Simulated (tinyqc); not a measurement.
Rapid thermal processing of a wafer: radiative balance, ramp and cooling, pattern effects, pyrometer error and spike budget: one step, computed by the program tinyqc. Command: `OMP_NUM_THREADS=1 python tinyqc.py 3113082 3113083 out.jsonl rtp walk`. One thread of a shared host (Intel(R) Xeon(R) Processor @ 2.30GHz), about 0.04 s of CPU time with the checks.

The wafer is opaque and uniform through its thickness unless said otherwise; temperatures in formulas are in kelvin (C + 273.15). sigma = 5.670374419e-12 W/(cm^2 K^4).

Question. Pattern effect. At steady state a sinusoidal change of absorbed power of relative amplitude a and period p gives the temperature amplitude a q/(dq/dT + k d (2 pi/p)^2); healing length l = sqrt(k d/(dq/dT)); process change = E_a dT/(k_B T^2). Emissivity is taken as unchanged.

Inputs (values chosen for the exercise, modelled on a hot silicon wafer): wafer thickness d = 775 micrometre; thermal conductivity k = 0.26 W/(cm K); wall temperature T_w = 300 K; process temperature = 677 C; relative change of absorptivity over a pattern = 4.3 %; period of the pattern = 4.2 mm; activation energy of the process E_a = 3.46 eV.

dq/dT = 8.155890 mW/(cm^2 K)

holding power q = 2.179509 W/cm^2

Constants: k_B = 8.617333262e-05 eV/K.

Give: healing length l; amplitude without lateral conduction; amplitude; change of the process rate.

Answer.

healing length l = 15.72 mm

amplitude without lateral conduction = 11.49 K

amplitude = 0.02074 K

change of the process rate = 0.09226 %

Lateral conduction cuts the amplitude to 0.18 %, since p/(2 pi l) = 0.043.
